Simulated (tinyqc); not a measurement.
Inside a calculation. Model: FinFET, parasitic resistance, capacitance and delay.

tinyqc, about 0.04 s, one thread, Intel Xeon 2.30GHz (shared host): `OMP_NUM_THREADS=1 python tinyqc.py 2170118 2170119 out.jsonl` Printed values are rounded.

Nf fins under one contact; each has gated perimeter p = 2 Hf + Wf and cross-section A = Hf Wf; contact width Wc = Nf pf, stack height Hs = Hf. Contact length Lc = CPP - Lg - 2 Lsp, shared by two neighbouring gates. Source and drain sides are equal. The formulas are first-order estimates, not field solutions.

Values chosen for this exercise; values close to those of silicon logic devices: temperature T = 300 K; number of fins Nf = 1; fin height Hf = 35 nm; fin width Wf = 7 nm; fin pitch pf = 24 nm; contacted gate pitch CPP = 42 nm; gate length Lg = 14 nm; spacer length Lsp = 4 nm; relative permittivity of the spacer ks = 3.3; gate height above the channel stack Hc = 25 nm; contact resistivity rc = 4.2e-9 ohm cm^2; resistivity of the source-drain epitaxy re = 0.00032 ohm cm; current-carrying depth of the epitaxy te = 15 nm; resistivity of the extension rx = 0.00094 ohm cm; gate overlap Lov = 1.5 nm; inversion capacitance Cinv = 2.8 uF/cm^2; injection velocity vx = 8.6e6 cm/s; apparent mobility mu = 190 cm^2/(V s); threshold at zero drain voltage VT = 0.29 V; barrier lowering dl = 0.042 V/V; subthreshold factor n = 1.2; wire load Cw = 0.23 fF; supply voltage Vdd = 0.8 V.

Constants: q = 1.602176634e-19 C, kB = 1.380649e-23 J/K, eps0 = 8.8541878128e-12 F/m, Vt = kB T/q. Results are converted to the units shown.

## Geometry and resistances

Epitaxy sheet resistance Rsh = re/te, transfer length LT = sqrt(rc/Rsh), contact Rc = [sqrt(rc Rsh)/Wc] coth(Lc/(2 LT)); extension of one fin Rx = rx Lsp/A. Effective width N p; for equal currents one side has Rc + Rx/N.

Lc = 20 nm
effective width = 77 nm
Rsh = 213.3333 ohm
LT = 44.37060 nm
Rc = 1779.530 ohm
Rx = 153.4694 ohm
one side times effective width = 148.8409 ohm um

Lc/2 is 0.23 transfer lengths, and Rc is 1.7 % above the area limit rc/(Wc Lc/2). The contact makes up 92.1 % of one side.

## Capacitances

With N fins: gate Cg = Cinv p N Lg; per side, plate Cp = ks eps0 [Wc (Hs + Hc) - N A]/Lsp, top fringe Cf = (2/pi) ks eps0 Wc ln(1 + Lg/(2 Lsp)), overlap Co = Cinv p N Lov. Cs = Cp + Cf + Co. An inverter of two such devices driving an equal one has the load CL = 2 (Cg + 2 Cs) + 4 Cs + Cw (its own drains counted twice for the Miller effect).

Cg = 30.18400 aF
Cp = 8.729122 aF
Cf = 0.4516097 aF
Co = 3.234 aF
CL = 389.6859 aF

The channel capacitance gives 15.5 % of CL, the parasitic parts 25.5 % and the wire 59.0 %.

## Iteration 1: fin currents at Vgs = Vdd, Vds = Vdd/2

I at the start (uA): fin 1 0

One fin: I = p Q vx u/(1 + |u|^1.8)^(1/1.8), Q = Cinv n Vt ln(1 + exp((Vg' - VT + dl Vd')/(n Vt))), u = Vd' mu/(vx Lg), Vg' = Vgs - v, Vd' = Vds - 2 v, with the drop on each side v = Rc (sum of I) + Rx I. I(new) = I + 0.5 (I(out) - I).

drop v (mV): fin 1 0
I(out) (uA): fin 1 95.76232
I after iteration 1 (uA): fin 1 47.88116

## Iteration 2: fin currents at Vgs = Vdd, Vds = Vdd/2

As before.

drop v (mV): fin 1 92.55424
I(out) (uA): fin 1 74.58256
I after iteration 2 (uA): fin 1 61.23186

## Course of the iteration: fin currents at Vgs = Vdd, Vds = Vdd/2

Stop when the largest change of I is below 1e-6 uA, or after 80 iterations.

Course of the iteration:
```
iteration  total I (uA)  largest |change| of one entry (uA)
1              47.88116                                47.9
2              61.23186                                13.4
3              64.28229                                3.05
4              64.86505                               0.583
5              64.96941                               0.104
6              64.98784                              0.0184
7              64.99109                             3.25e-3
8              64.99166                             5.72e-4
9              64.99176                             1.01e-4
10             64.99178                             1.77e-5
11             64.99179                             3.12e-6
12             64.99179                             5.50e-7
```

Converged in 12 iterations. At the end each change is about 0.18 times the one before: linear convergence.

## Effective current, delay and energy

IH = I(Vdd, Vdd/2) = 64.99179 uA
IL = I(Vdd/2, Vdd), solved likewise = 19.22607 uA

Ieff = (IH + IL)/2, delay CL Vdd/(2 Ieff), energy CL Vdd^2, with CL the load of an inverter that drives an equal one.

Ieff = 42.10893 uA
delay = 3.701694 ps
energy = 249.3989 aJ

Without any series resistance Ieff would be 61.1 uA, so the resistances cost 31.1 %.
